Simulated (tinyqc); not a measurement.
Worked calculation: Hueckel theory of the pi electrons, for the molecule C=CC(=C)C=CN (SMILES; centres numbered as the heavy atoms are written). Computed by tinyqc, a small Python program that keeps every step. Settings: charge = 0. Command: `OMP_NUM_THREADS=1 python tinyqc.py 21147 21148 out.jsonl` (the two numbers bound the seeds that draw the settings). One thread of a shared host (Intel(R) Xeon(R) Processor @ 2.60GHz), about 0.01 s of CPU time with the checks.

## The Hueckel matrix

Centres:
```
centre  z_r, pi electrons of the neutral centre         h
1C                                            1  0.000000
2C                                            1  0.000000
3C                                            1  0.000000
4C                                            1  0.000000
5C                                            1  0.000000
6C                                            1  0.000000
7N                                            2  1.500000
```

Bonds:
```
i  j         k
1  2         1
2  3         1
3  4         1
3  5         1
5  6         1
6  7  0.800000
```

H_rr = alpha + h_r beta, H_rs = k_rs beta for bonded centres.

Hueckel matrix in units of beta (H = alpha + beta A), order 1C, 2C, 3C, 4C, 5C, 6C, 7N:
```
[[0.000000, 1.000000, 0.000000, 0.000000, 0.000000, 0.000000, 0.000000],
 [1.000000, 0.000000, 1.000000, 0.000000, 0.000000, 0.000000, 0.000000],
 [0.000000, 1.000000, 0.000000, 1.000000, 1.000000, 0.000000, 0.000000],
 [0.000000, 0.000000, 1.000000, 0.000000, 0.000000, 0.000000, 0.000000],
 [0.000000, 0.000000, 1.000000, 0.000000, 0.000000, 1.000000, 0.000000],
 [0.000000, 0.000000, 0.000000, 0.000000, 1.000000, 0.000000, 0.800000],
 [0.000000, 0.000000, 0.000000, 0.000000, 0.000000, 0.800000, 1.500000]]
```

## Orbitals

pi electrons, sum of z_r less the charge = 8

Diagonalise; E = alpha + x beta with beta < 0, so the largest x are filled first; degenerate levels share their electrons. P = sum n_i c_ri c_si; each orbital has its largest coefficient positive (the first on a tie).

x values: [2.075073, 1.751149, 0.862274, 0.400450, -0.573884, -1.072198, -1.942864]

occupations: [2.000000, 2.000000, 2.000000, 2.000000, 0.000000, 0.000000, 0.000000]

coefficients, order 1C, 2C, 3C, 4C, 5C, 6C, 7N:
```
[[0.127763, -0.232528, 0.580040, -0.300937, 0.505863, -0.443471, 0.223683],
 [0.265118, -0.407191, 0.500153, -0.120510, -0.290307, 0.475489, -0.434585],
 [0.422376, -0.480524, -0.148771, 0.252679, -0.339261, -0.066347, 0.620658],
 [0.203548, -0.274405, -0.172533, 0.630987, 0.591166, 0.061879, -0.319455],
 [0.407795, -0.159874, -0.455901, -0.409292, -0.106163, -0.466231, -0.451813],
 [0.423829, 0.200561, -0.244341, -0.416580, 0.400186, 0.566239, 0.257154],
 [0.589600, 0.638858, 0.306515, 0.303091, -0.154372, -0.176110, -0.059754]]
```

charge and bond-order matrix P, order 1C, 2C, 3C, 4C, 5C, 6C, 7N:
```
[[0.994804, 0.909861, 0.006732, -0.400301, -0.103987, -0.017699, 0.026714],
 [0.909861, 1.001536, 0.405572, 0.006732, -0.010967, -0.082616, 0.025911],
 [0.006732, 0.405572, 0.990569, 0.805874, 0.426943, 0.027461, -0.053940],
 [-0.400301, 0.006732, 0.805874, 1.089285, -0.105448, -0.378931, 0.166136],
 [-0.103987, -0.010967, 0.426943, -0.105448, 1.134445, 0.845338, -0.250988],
 [-0.017699, -0.082616, 0.027461, -0.378931, 0.845338, 0.906193, 0.353728],
 [0.026714, 0.025911, -0.053940, 0.166136, -0.250988, 0.353728, 1.883168]]
```

## Energy, charges, bond orders

E = sum n x; q_r = z_r - P_rr; bond order p = P_rs; free valence = sqrt(3) - sum of p over the bonds of the atom.

pi energy = 8 alpha + this times beta = 10.177892

pi charges: [0.005196, -0.001536, 0.009431, -0.089285, -0.134445, 0.093807, 0.116832]

Bond orders and lengths from R = 1.517 - 0.180 p (angstrom, C-C alone):
```
bond         p         R
1-2   0.909861  1.353225
2-3   0.405572  1.443997
3-4   0.805874  1.371943
3-5   0.426943  1.440150
5-6   0.845338  1.364839
6-7   0.353728         -
```

free valence of the carbons: [0.822190, 0.416618, 0.093661, 0.926177, 0.459770, 0.532985]

gap between the highest filled and the next level = 0.974334 |beta|
